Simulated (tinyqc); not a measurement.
# Thin-film transistor with exponential tail and deep states, accumulation layer: effects of single changes

An undoped film in accumulation, thicker than the space-charge layer. With band bending psi the Fermi level lies E0 - psi below the band edge. Free electrons n = n0 exp(psi/Vt) carry the current; electrons in two exponential distributions of traps, a = a0 exp(psi/Va) and d = d0 exp(psi/Vp), do not. Linear regime, ohmic contacts, traps in equilibrium.

Parameters, values chosen for the exercise; values close to those of amorphous silicon: temperature T = 300 K; relative permittivity of the semiconductor eps_r = 11.8; density of extended states Nc = 4.2e19 cm^-3; band mobility mb = 9 cm^2/(V s); total density of tail states Nt = 7.1e19 cm^-3; characteristic temperature of the tail Tt = 360 K; total density of deep states Nd = 7e17 cm^-3; characteristic temperature of the deep states Td = 910 K; bulk Fermi level below the band edge E0 = 0.65 eV; gate capacitance Ci = 12 nF/cm^2; ratio W/L WL = 20; drain voltage Vd = 0.05 V; gate voltage above flat band Vg = 24 V.

Constants: q = 1.602176634e-19 C, kB = 1.380649e-23 J/K, Vt = kB T/q, eps0 = 8.8541878128e-14 F/cm where lengths are in cm. Results are converted to the units shown.

Each table varies one quantity; the others keep the values above.

## Effect of the characteristic temperature of the tail

Va = kB Tt/q, Vp = kB Td/q; n0 = Nc exp(-E0/Vt), a0 = Nt th(T/Tt) exp(-E0/Va), d0 = Nd th(T/Td) exp(-E0/Vp), th(x) = pi x/sin(pi x). G(psi) = sum over the three kinds of c0 [V (exp(psi/V) - 1) - psi], field F = sqrt(2 q G/(eps0 eps_r)); Vg = psi + eps0 eps_r F/Ci at the surface. Total charge Q = Ci (Vg - psi_s); free charge Qf = q times the integral of n0 (exp(psi/Vt) - 1)/F over psi from 0 to psi_s; I = (W/L) mb Qf Vd; effective mobility mb Qf/Q.

Effect of the characteristic temperature of the tail:
```
Tt (K)  E0 - psi_s (eV)  Q (nC/cm^2)  free share (%)  effective mobility (cm^2/(V s))  I (nA)
380              0.1238        281.7           3.026                           0.2724   76.72
420              0.1277        281.7           2.485                           0.2237   63.02
460              0.1343        281.8           1.855                           0.1669   47.05
500              0.1424        281.9           1.311                           0.1180   33.25
540              0.1516        282.0          0.8923                          0.08031   22.65
580              0.1616        282.1          0.5911                          0.05320   15.01
620              0.1723        282.3          0.3834                          0.03451   9.741
660              0.1834        282.4          0.2446                          0.02201   6.216
```

What does the comparison show?

As Tt goes from 380 to 660 K, the free share falls from 3.03 to 0.245 %, the distance of the Fermi level from the edge rises from 0.124 to 0.183 eV and the current falls from 76.7 to 6.22 nA. Q varies by only 0.25 %: the gate sets the charge, the traps decide how much of it moves. For Tt = 380 to 460 K the th form, which assumes a Fermi level far below the edge, overcounts the filled tail at the surface by more than 15 %.

## Transfer curve

Same model as above.

The last column is d ln I/d ln Vg.

Result of one run:
```
Vg (V)  E0 - psi_s (eV)  Q (nC/cm^2)  free share (%)  effective mobility (cm^2/(V s))  I (nA)  exponent
2.6              0.2980        26.98          0.3233                          0.02910  0.7850     3.218
```

What becomes of these results when the gate voltage above flat band Vg is changed from 2.6 to 4.2 V, all else the same?

Result of the changed run:
```
Vg (V)  E0 - psi_s (eV)  Q (nC/cm^2)  free share (%)  effective mobility (cm^2/(V s))  I (nA)  exponent
4.2              0.2508        45.61          0.7408                          0.06668   3.041     2.478
```

The whole series:
```
Vg (V)  E0 - psi_s (eV)  Q (nC/cm^2)  free share (%)  effective mobility (cm^2/(V s))   I (nA)  exponent
0.96             0.4270        8.844         0.02014                         0.001813  0.01603     4.091
1.6              0.3570        15.68         0.09462                         0.008516   0.1336     4.027
2.6              0.2980        26.98          0.3233                          0.02910   0.7850     3.218
4.2              0.2508        45.61          0.7408                          0.06668    3.041     2.478
6.8              0.2112        76.33           1.296                           0.1166    8.903     2.023
11               0.1760        126.3           1.935                           0.1741    21.99     1.762
18               0.1425        209.9           2.660                           0.2394    50.25     1.607
29               0.1114        341.5           3.436                           0.3093    105.6     1.516
48              0.07936        569.2           4.357                           0.3921    223.2     1.457
```

The current rises from 0.0160 to 223 nA and the free share rises from 0.0201 to 4.36 %; the exponent falls from 4.09 to 1.46. If one kind of trap held all the charge, I would go as Q^(2 Tx/T - 1): 5.07 for the deep states, 1.40 for the tail and 1 for free electrons alone. In every row T is close to Tt, where the factor th overstates the trapped charge. For Vg = 2.6 to 48 V the th form, which assumes a Fermi level far below the edge, overcounts the filled tail at the surface by more than 15 %.

## Effect of the total density of tail states

Same model as above.

Result of one run:
```
Nt (cm^-3)  E0 - psi_s (eV)  Q (nC/cm^2)  free share (%)  effective mobility (cm^2/(V s))  I (nA)
3.6e20               0.1719        282.3          0.4894                          0.04405   12.43
```

What becomes of these results when the total density of tail states Nt is changed from 3.6e20 to 6.7e19 cm^-3, all else the same?

Result of the changed run:
```
Nt (cm^-3)  E0 - psi_s (eV)  Q (nC/cm^2)  free share (%)  effective mobility (cm^2/(V s))  I (nA)
6.7e19               0.1220        281.7           3.324                           0.2991   84.26
```

The whole series:
```
Nt (cm^-3)  E0 - psi_s (eV)  Q (nC/cm^2)  free share (%)  effective mobility (cm^2/(V s))  I (nA)
2.4e18              0.05404        280.8           45.75                            4.117    1156
5.5e18              0.06375        281.0           31.26                            2.813   790.4
1.3e19              0.07959        281.2           16.92                            1.523   428.1
2.9e19              0.09891        281.4           8.046                           0.7241   203.8
6.7e19               0.1220        281.7           3.324                           0.2991   84.26
1.5e20               0.1456        281.9           1.345                           0.1211   34.13
3.6e20               0.1719        282.3          0.4894                          0.04405   12.43
```

As Nt goes from 2.4e18 to 3.6e20 cm^-3, the free share falls from 45.7 to 0.489 %, the distance of the Fermi level from the edge rises from 0.0540 to 0.172 eV and the current falls from 1160 to 12.4 nA. Q varies by only 0.50 %: the gate sets the charge, the traps decide how much of it moves. In every row T is close to Tt, where the factor th overstates the trapped charge. In every row the th form, which assumes a Fermi level far below the edge, overcounts the filled tail at the surface by more than 15 %.

tinyqc, about 0.03 s, one thread, Intel Xeon 2.30GHz (shared host): `OMP_NUM_THREADS=1 python tinyqc.py 2610031 2610032 out.jsonl`
